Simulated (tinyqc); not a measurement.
Growth with time: grain growth, pinning, strength and diffusional creep of a polycrystal or thin film. Computed by tinyqc, a small Python program. Command: `OMP_NUM_THREADS=1 python tinyqc.py 3014246 3014247 out.jsonl grain walk`. One thread of a shared host (Intel(R) Xeon(R) Processor @ 2.30GHz), about 0.01 s of CPU time with the checks.

One mean grain size d describes the structure.

Inputs (values chosen for the exercise, modelled on gold):
```
quantity                                    value       unit
boundary energy gamma                        0.39      J/m^2
mobility prefactor M0                     0.00013  m^4/(J s)
activation energy of boundary motion Q_m     1.21         eV
anneal temperature T                          528          K
initial grain size d0                          35         nm
particle volume fraction f                0.00022          -
particle radius r                             3.7         nm
film thickness h                              160         nm
surface energy gamma_s                        1.1      J/m^2
```

Sample: thin film on a substrate.

Constants: k_B = 8.617333262e-05 eV/K.

Method. M = M0 exp(-Q_m/(k_B T)). The driving pressure is 2 gamma/d. Zener pinning pressure 3 f gamma/(2 r) stops growth at d_Z = 4 r/(3 f). Grooves where boundaries meet the surface have the angle theta = arcsin(gamma/(2 gamma_s)) and are taken to stop growth at d_h = h/(2 theta), a few film thicknesses; the limit is 1/d_lim = 1/d_Z + 1/d_h. dd/dt = 2 M gamma (1/d - 1/d_lim) integrates to 2 M gamma t = d_lim (d0 - d) + d_lim^2 ln[(d_lim - d0)/(d_lim - d)]; without pinning d^2 = d0^2 + 4 M gamma t.

limit d_lim = 440.087 nm

mobility M = 3.66819e-16 m^4/(J s)

At T:
```
t (s)  free growth (nm)  pinned growth (nm)  d/d_lim
1                  42.4               41.80  0.09498
3.4                56.3               54.49  0.12382
10                 83.4               78.54  0.17846
34                143.8              128.78  0.29262
100               241.8              199.76  0.45392
340               442.5              308.37  0.70071
1000              757.3              399.72  0.90827
3400             1395.3              439.02  0.99758
```

What follows from these numbers?

The apparent exponent d ln d/d ln t of the pinned growth is at most about 0.41, below the ideal 1/2, and falls to 0.077 in the last rows: the initial size hides the law early and pinning hides it late.
